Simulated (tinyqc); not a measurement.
# ESD clamp with bipolar snapback, compact model and design window, step by step

Computed by the program tinyqc: `OMP_NUM_THREADS=1 python tinyqc.py 2670040 2670041 out.jsonl`, one thread of a shared Intel Xeon 2.30GHz, about 0.01 s for the whole run. Printed values are rounded.

The drain junction multiplies the current that enters it: Igen = (M - 1)(Ic + I0), M = 1/(1 - (Vj/BV)^n). The generated holes leave through the substrate resistance and the base of the parasitic npn: Igen = Vb/Rb + Ic/be, Ic = Is exp(Vb/Vt). Terminal current I = Ic + I0 + Igen and voltage V = Vj + I Ro, per width. Isothermal, constant gain.

Parameters, values chosen for the exercise; values close to those of grounded-gate n-channel clamps:
```
symbol,value,unit,meaning
T,300,K,temperature
BV,8.7,V,junction breakdown voltage
n,4.1,,exponent of the multiplication
be,11.4,,current gain of the parasitic npn
Is,3.7e-17,A/um,saturation current
I0,9.4e-11,A/um,junction leakage
Rb,62000,ohm um,substrate resistance
Ro,140,ohm um,drain ballast and contact resistance
It2,5.3,mA/um,failure current for 100 ns
Wf,50,um,finger width
Nf,12,,number of fingers
Lv,4,kV,human-body-model level
Vox,11.1,V,oxide breakdown voltage for 100 ns
Vdd,3.3,V,supply voltage
```

Constants: q = 1.602176634e-19 C, kB = 1.380649e-23 J/K, Vt = kB T/q. Results are converted to the units shown.

## The snapback curve

Vb, point 0 to 8 (V): 0.05  0.3  0.34  0.4  0.45  0.619  0.778  0.798  0.828

For given Vb: Ic, Igen, M = 1 + Igen/(Ic + I0), Vj = BV (1 - 1/M)^(1/n), I and V.

```
point   Ic (uA/um)        M   Vj (V)  I (uA/um)    V (V)
0      2.55956e-10  8580.25  8.69975   0.806546  8.69987
1       4.05490e-6  49347.9  8.69996    4.83881  8.70063
2       1.90524e-5  48508.3  8.69996    5.48399  8.70072
3       1.94047e-4  22398.9  8.69991    6.45192  8.70081
4       0.00134236  5054.18  8.69958    7.25962  8.70060
5         0.926710  11.8601  8.51508    10.9920  8.51662
6          434.537  1.11660  5.01418    485.202  5.08211
7          941.915  1.10138  4.86232    1037.41  5.00756
8          3006.00  1.09216  4.76028    3283.04  5.21991
```

V peaks at Vt1 = 8.701 V and falls to Vh = 5.008 V: once the npn supplies current, a small M feeds the base. At high current M tends to 1 + 1/be and Vj to BV (1 + be)^(-1/n) = 4.708 V.

## Iteration 1: base voltage at the failure current

Vb at the start = 0.74 V

I(Vb) = Ic (1 + 1/be) + I0 + Vb/Rb, I' = Ic (1 + 1/be)/Vt + 1/Rb; Newton steps on ln I: Vb(new) = Vb - ln(I/It2) I/I'. V follows from the introduction.

I = 0.120621 mA/um
V = 5.67701 V
I' = 4.22027 mS/um
Vb after iteration 1 = 0.848118 V

## Iteration 2: base voltage at the failure current

As before.

I = 7.13352 mA/um
V = 5.73153 V
I' = 275.424 mS/um
Vb after iteration 2 = 0.840423 V

## Course of the iteration: base voltage at the failure current

Stop when Vb changes by less than 1e-10 V, or after 20 iterations. Vb must stay between 0 and 8 V.

Course of the iteration:
```
iteration    Vb (V)  |change| (V)
1          0.848118         0.108
2          0.840423       7.69e-3
3          0.840421       2.28e-6
4          0.840421      2.40e-13
```

Converged in 4 iterations. At the end the number of correct digits about doubles with each step.

## Design window and human-body level

Vt1 = 8.70081 V
Vh = 5.00754 V
Vt2 = 5.48306 V

Human-body model: 100 pF through 1500 ohm, peak current about (level - Vt2)/1500 ohm, decay time 150 ns. All fingers turn on before the first fails if Vt2 > Vt1; then the clamp carries Nf Wf It2, otherwise in the worst case Wf It2. Margins: Vh - 1.1 Vdd against latching in operation, Vox - max(Vt1, Vt2) for the protected oxide.

peak current = 2.66301 A
current the clamp carries = 0.265 A
level it withstands = 0.402983 kV
holding margin = 1.37754 V
oxide margin = 2.39919 V

Uniform turn-on is not assured; the clamp fails the level. Both margins are positive.
